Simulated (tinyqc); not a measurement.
Tunnelling through a gate dielectric with the two-band (Franz) dispersion, WKB transmission and Tsu-Esaki current: one step of the calculation.

Electrons leave the emitter at x = 0. Energies E (motion across the layers) are in eV from the emitter Fermi level; the collector Fermi level lies at -V and offers states at every E. No charge in the dielectric and no image force: F1 = V/t1, U = phi1 - F1 x. With C = hbar^2/(2 m0), kappa = sqrt(m u (1 - u/Egx)/C), u = U - E where U > E and 0 elsewhere; T(E) = exp(-S), S = 2 times the integral of kappa over x.

Task. WKB exponent in closed form. Each layer adds (2/F) sqrt(m/C) [G(u at its left edge) - G(u at its right edge)] to S, with u = U - E (0 where negative) and G(u) = Egx^1.5 (th - sin(4 th)/4)/4, th = arcsin sqrt(u/Egx). The slope follows from 1/d = -dS/dE.

Inputs (values chosen for the exercise); dielectric values close to those of silicon dioxide:

| symbol | value | unit | meaning |
|---|---|---|---|
| phi1 | 3.23 | eV | barrier of layer 1 above the emitter Fermi level at zero bias |
| m1 | 0.49 | m0 | tunnelling mass of layer 1 |
| t1 | 3.2 | nm | thickness of layer 1 |
| Egx | 7.7 | eV | gap parameter of the two-band dispersion, set freely |
| V | 1.3 | V | voltage across the dielectric |
| E | 0 | eV | energy of the electron followed |

Constants: q = 1.602176634e-19 C, hbar = 1.054571817e-34 J s, m0 = 9.1093837015e-31 kg, hbar^2/(2 m0) = 0.0380998212 eV nm^2. Results are converted to the units shown.

Wanted: S; T(E); energy d over which T(E) grows by a factor e.

Result.

S = 29.88
T(E) = 1.054e-13
energy d over which T(E) grows by a factor e = 0.3397 eV

The midpoint rule gives S = 29.884, so its T(E) is 0.38 % below this value. The band edge stays above E through the whole stack: direct tunnelling through a trapezoid.

Computed by the program tinyqc: `OMP_NUM_THREADS=1 python tinyqc.py 2540147 2540148 out.jsonl`, one thread of a shared Intel Xeon 2.30GHz, about 0.03 s for the whole run.
